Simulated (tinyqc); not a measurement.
## Threshold-voltage variability of a planar MOSFET, analytic estimates: effect of the metal grain size

Three independent sources add in quadrature: random dopants in the depleted layer, metal-gate grains of two orientations, and roughness of the two gate edges acting through the roll-off VT = VT(long) - Vr exp(-L/l). These are first-order estimates: no three-dimensional electrostatics, no percolation.

ni = sqrt(Nc Nv) exp(-Eg/(2 Vt)), Eg in volts; Cox = 3.9 eps0/ti; Wd = sqrt(4 eps0 eps_r Vt ln(Na/ni)/(q Na)); dopants: s1 = (q/Cox) sqrt(Na Wd/(3 L W)). Grains: Ng = L W/G^2 (at least 1), s2 = dW sqrt(p (1 - p)/Ng). Edges, with exponential correlation and u = W/La: the mean gate length has sL^2 = 2 De^2 (2/u)[1 - (1 - exp(-u))/u]; s3 = sL (Vr/l) exp(-L/l). s = sqrt(s1^2 + s2^2 + s3^2). l and Vr are held fixed.

Inputs (values chosen for the exercise); material values those of a made-up semiconductor: temperature T = 293 K; band gap Eg = 0.733 eV; relative permittivity of the semiconductor eps_r = 19.4; conduction-band density of states at T Nc = 9.39e18 cm^-3; valence-band density of states at T Nv = 4.97e18 cm^-3; channel doping Na = 3.1e17 cm^-3; oxide-equivalent thickness in inversion ti = 1.3 nm; gate length L = 65 nm; gate width W = 99 nm; work-function difference of the two grain orientations dW = 0.1 eV; share of the orientation of higher work function p = 0.6; rms roughness of one gate edge De = 0.6 nm; correlation length of the roughness La = 20 nm; decay length of the threshold roll-off l = 13 nm; prefactor of the roll-off Vr = 2.8 V.

Constants: q = 1.602176634e-19 C, kB = 1.380649e-23 J/K, Vt = kB T/q, eps0 = 8.8541878128e-14 F/cm where lengths are in cm. Results are converted to the units shown.

The same in every row: s1 (mV) = 6.075; s3 (mV) = 0.6999.

Result of one run:

| G (nm) | s2 (mV) | s (mV) | s sqrt(L W) (mV um) |
|---|---|---|---|
| 14 | 8.550 | 10.51 | 0.8432 |

What becomes of these results when the metal grain size G is changed from 14 to 7 nm, all else the same?

Result of the changed run:

| G (nm) | s2 (mV) | s (mV) | s sqrt(L W) (mV um) |
|---|---|---|---|
| 7 | 4.275 | 7.461 | 0.5985 |

The whole series:

| G (nm) | s2 (mV) | s (mV) | s sqrt(L W) (mV um) |
|---|---|---|---|
| 2 | 1.221 | 6.236 | 0.5002 |
| 3 | 1.832 | 6.383 | 0.5121 |
| 5 | 3.054 | 6.835 | 0.5483 |
| 7 | 4.275 | 7.461 | 0.5985 |
| 10 | 6.107 | 8.642 | 0.6933 |
| 14 | 8.550 | 10.51 | 0.8432 |
| 20 | 12.21 | 13.66 | 1.096 |

As G goes from 2 to 20 nm, s rises from 6.24 to 13.7 mV. The largest source is the dopants in the first row and the grains in the last.

Numbers from tinyqc (`OMP_NUM_THREADS=1 python tinyqc.py 2090138 2090139 out.jsonl`; about 0.01 s on one thread of a shared Intel Xeon 2.30GHz).
